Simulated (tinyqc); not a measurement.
Quasiparticle equation with a plasmon-pole self-energy for two band edges: sweeps and comparisons. A value that a table varies takes the place of the one given here.

For each edge E = e + X + Sc(E), with the correlation part Sc(E) = A[0]/(E - a + w) + A[1]/(E - b - w); a and b are the valence and conduction energies that enter the Green function (a = ev, b = ec in the one-shot scheme). Z = 1/(1 - dSc/dE), dSc/dE = -A[0]/(E - a + w)^2 - A[1]/(E - b - w)^2.

Parameters, chosen for this exercise (scales of the order of those of HfO2; not measured data):
- ev = 0 eV (mean-field valence top)
- ec = 4.27 eV (mean-field conduction edge)
- w = 13.9 eV (pole energy)
- Av = (38.7, 21.9) eV^2 (weights of the valence state on the hole and electron poles)
- Ac = (22.5, 35.2) eV^2 (the same for the conduction state)
- Xv = -2.51 eV (exchange minus the mean-field potential, valence)
- Xc = 2.15 eV (the same, conduction)

## Schemes compared

Z = 1; linearised; exact one-shot; energies updated in G (a, b); updated in G and W, where w grows by half of the opening of the gap (a rule chosen for the exercise).

Results (eV):
```
scheme               Ev     Ec    gap  opening
mean field        0.000  4.270  4.270    0.000
Z = 1            -0.931  5.126  6.057    1.787
linearised       -0.735  4.955  5.690    1.420
one-shot, exact  -0.730  4.951  5.681    1.411
update G         -0.834  5.026  5.860    1.590
update G and W   -0.944  5.120  6.064    1.794
```

The openings run from 1.411 (one-shot, exact) to 1.794 eV (update G and W). Linearising moves the gap by 9 meV, updating G +179 meV and updating W a further +204 meV: once Z is kept, the level of self-consistency matters more than linearising.

## The starting point

The mean-field gap is opened by d (ev lowered by d/2, ec raised by d/2) and X is changed by the opposite amounts, so that e + X stays; one-shot and G-updated gaps.

Gaps (eV):
```
d    start  one-shot  update G
0.0  4.270    5.6810    5.8604
0.2  4.470    5.7044    5.8604
0.4  4.670    5.7275    5.8604
0.6  4.870    5.7504    5.8604
0.9  5.170    5.7842    5.8604
1.2  5.470    5.8175    5.8604
1.6  5.870    5.8610    5.8604
```

The one-shot gap moves by a fraction 0.11 of any change of the starting gap, while the updated gap, 5.8604 eV, does not depend on it. The two agree where the start already equals the result, near d = 1.59 eV. A real change of starting point alters the orbitals and the screening too; this model holds both fixed.

## What each parameter does

Exact one-shot edges and Z of the valence state there. Each row changes one parameter from the base and keeps the others.

Results:
```
case                     Ev (eV)  Ec (eV)  gap (eV)       Z
base                     -0.7302   4.9508    5.6810  0.7786
w = 14.6 eV              -0.8151   5.0242    5.8393  0.7935
Xv = -2.61 eV            -0.8080   4.9508    5.7588  0.7772
Xc = 2.25 eV             -0.7302   5.0298    5.7600  0.7786
ec = 4.37 eV             -0.7254   5.0458    5.7712  0.7790
Av = (40.64, 21.9) eV^2  -0.6163   4.9508    5.5671  0.7738
Ac = (22.5, 36.96) eV^2  -0.7302   4.8462    5.5764  0.7786
```

The largest shifts from the base row, up to three for each result and ties (the steps differ in size, so this ranks the rows, not the parameters). Ev (eV): Av +0.1138, w -0.0849, Xv -0.0778; unchanged at the printed digits by Xc and Ac. Ec (eV): Ac -0.1045, ec +0.0950, Xc +0.0790; unchanged at the printed digits by Xv and Av. gap (eV): w +0.1584, Av -0.1138, Ac -0.1045. Z: w +0.0150, Av -0.0048, Xv -0.0013; unchanged at the printed digits by Xc and Ac.

Computed by tinyqc, a small Python program: `OMP_NUM_THREADS=1 python tinyqc.py 1850116 1850117 out.jsonl` (the numbers bound the seed that draws the inputs); one thread of a shared host (Intel(R) Xeon(R) Processor @ 2.30GHz), about 0.02 s for the whole set of steps.
